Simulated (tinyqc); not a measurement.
Worked calculation: mobility of a non-polar semiconductor in the relaxation-time approximation. Computed by tinyqc, a small Python program that keeps every step. Command: `OMP_NUM_THREADS=1 python tinyqc.py 3027470 3027471 out.jsonl rta walk`. One thread of a shared host (Intel(R) Xeon(R) Processor @ 2.30GHz), about 0.01 s of CPU time with the checks. Intermediate numbers are printed to about 5 digits and carried at full precision; extremes and crossings named in words are read from the listed rows.

Each valley is treated as a sphere of mass m_d for states and rates, with one isotropic relaxation time; the conductivity mass m_c sets the current.

Inputs (values chosen for the exercise, modelled on electrons in diamond):
```
quantity                                          value       unit
longitudinal mass m_l                              1.52        m_0
transverse mass m_t                               0.279        m_0
equivalent valleys Z                                  6          -
static permittivity eps_s                           5.7          -
density rho                                        3515     kg/m^3
sound velocity v_l                                17800        m/s
acoustic deformation potential D_A                  8.6         eV
phonon energy hbar w                                143        meV
optical or intervalley deformation potential D_o      8  1e8 eV/cm
final valleys Z_f                                     5          -
carrier density n                                 6e+17     1/cm^3
compensation ratio C                               0.31          -
temperature T                                        77          K
alloy fraction x                                   0.44          -
alloy potential U                                  0.56         eV
lattice constant a                                 3.57   angstrom
```

Band: parabolic. Impurity formula: Conwell-Weisskopf. Further scattering: alloy.

Constants: k_B = 8.617333262e-05 eV/K; m_0 = 9.1093837015e-31 kg; e = 1.602176634e-19 C; hbar = 1.054571817e-34 J s; eps_0 = 8.8541878128e-12 F/m; k_B = 1.380649e-23 J/K; hbar = 6.582119569e-16 eV s.

## Masses

m_d = (m_l m_t^2)^(1/3); 1/m_c = (1/m_l + 2/m_t)/3; Hall mass factor A = 3 K_m (K_m + 2)/(2 K_m + 1)^2, K_m = m_l/m_t; N_I = n (1 + C)/(1 - C).

density-of-states mass m_d = 0.49093 m_0

conductivity mass m_c = 0.38332 m_0

Hall mass factor A = 0.86019

ionised impurity density N_I = 1.1391e+18 1/cm^3

## Fermi level and screening

Parabolic band: E = hbar^2 k^2/(2 m), speed v = hbar k/m, states per spin, volume and energy g(E) = m k/(2 pi^2 hbar^2). Here m = m_d. Masses are multiplied by m_0 and all formulas are in SI units. The reduced Fermi level eta = E_F/(k_B T) solves n = 2 Z int g f dE with f = 1/(1 + exp(x - eta)) (Z = 1 unless valleys are given); screening length L_s = sqrt(eps_s eps_0 k_B T/(e^2 dn/deta)), dn/deta = 2 Z int g f (1 - f) dE. Integrals over x = E/(k_B T) use 160 Gauss-Legendre points in u = sqrt(x) from 0 to sqrt(max(eta, 0) + 32).

reduced Fermi level eta = -2.3866

screening length L_s = 1.8955 nm

The gas is non-degenerate (eta < -2), and L_s is close to the Debye length.

## Rates at a few energies

Phonon occupation N_q = 1/(exp(hbar w/(k_B T)) - 1). Acoustic deformation potential (elastic, equipartition, absorption and emission together): 1/tau = 2 pi k_B T D_A^2 g(E)/(hbar rho v_l^2). Optical or intervalley deformation potential: 1/tau = (pi Z_f D_o^2/(rho w)) [N_q g(E + hbar w) + (N_q + 1) g(E - hbar w)], with g = 0 below the band edge. Each optical term is multiplied by (1 - f(E'))/(1 - f(E)), E' the final energy, for Pauli blocking. Singly charged impurities, momentum relaxation: 1/tau = N_I e^4 m (1 + 2 alpha E) Phi/(8 pi (eps_s eps_0)^2 hbar^3 k^3), with alpha = 0 for a parabolic band. Conwell-Weisskopf: Phi = ln(1 + y^2), y = 4 pi eps_s eps_0 E N_I^(-1/3)/e^2 (largest impact parameter N_I^(-1/3)/2). Alloy disorder: 1/tau = (2 pi/hbar) Omega x (1 - x) U^2 g(E), Omega = a^3/4 (other conventions for Omega rescale U).

Rates (1e12/s) at E = (max(eta, 0) + 0.5, 1, 2, 4) k_B T:
```
E (meV)  acoustic     optical  ionised impurity   alloy
3.318     0.04548  4.3604e-09             7.936  0.5662
6.635     0.06432  4.3179e-09            10.968  0.8007
13.271    0.09096  4.3213e-09            14.261  1.1324
26.541    0.12864  4.4532e-09            15.629  1.6015
```

## Mobility for each process alone

mu = (m_d/m_c) (2 Z e/(3 n k_B T)) int g v^2 tau f (1 - f) dE. Averages over x are split at the emission threshold x_0 = hbar w/(k_B T): 64 Gauss-Legendre points in sqrt(x) below it and 128 in sqrt(x - x_0) above it, up to x = max(eta, 0) + 32.

acoustic mobility = 52980 cm^2/(V s)

optical mobility = 1.0479e+12 cm^2/(V s)

ionised impurity mobility = 353.53 cm^2/(V s)

alloy mobility = 4255.6 cm^2/(V s)

## All processes together

Rates are added at each energy before the average. With <y> = int g v^2 y f (1 - f) dE: Hall factor r_H = A (3 n k_B T/(2 Z m_d)) <tau^2/(1 + 2 alpha E)>/<tau>^2 (alpha = 0 for a parabolic band); Hall mobility r_H mu; |S| = (k_B/e) (<x tau>/<tau> - eta); resistivity 1/(n e mu).

drift mobility mu = 323.50 cm^2/(V s)

Hall factor r_H = 0.93317

Hall mobility = 301.88 cm^2/(V s)

Seebeck coefficient |S| = 402.32 microvolt/K

resistivity = 0.032156 ohm cm

Taking r_H = 1 in a Hall measurement would give a density 1.07 times the true one. Caution: diamond forms no such random alloy, so the alloy term is a formal exercise. Caution: n is taken as given; at low temperature (in diamond even at 300 K) real dopants can freeze out, which changes n and N_I.

## Matthiessen's rule against the full average

Matthiessen's rule adds 1/mu of the separate processes.

Separate mobilities:
```
process           mu (cm^2/(V s))  share of the sum of 1/mu (%)
acoustic               5.2980e+04                    6.1233e-01
optical                1.0479e+12                    3.0958e-08
ionised impurity       3.5353e+02                    9.1764e+01
alloy                  4.2556e+03                    7.6233e+00
```

mobility by Matthiessen's rule = 324.41 cm^2/(V s)

excess of Matthiessen's rule over the full mu = 0.28144 %

The rule gives 324.4 against the full 323.5, 0.3 % too high; it can only overestimate, since each separate average is carried by the energies where that process is weak. One process, ionised impurity, holds 92 % of the resistance, so the error is small.

Checks made by the program: n against 2 Z (m k_B T/2 pi hbar^2)^(3/2) (2/sqrt(pi)) F_1/2(eta) by adaptive quadrature (relative difference below 1e-10); acoustic mobility against its closed form in Fermi integrals (relative difference below 1e-10); the sum rule (2 Z/(3 k_B T)) int g v^2 (1 + 2 alpha E) f (1 - f) dE = n/m_d (relative difference below 1e-10).
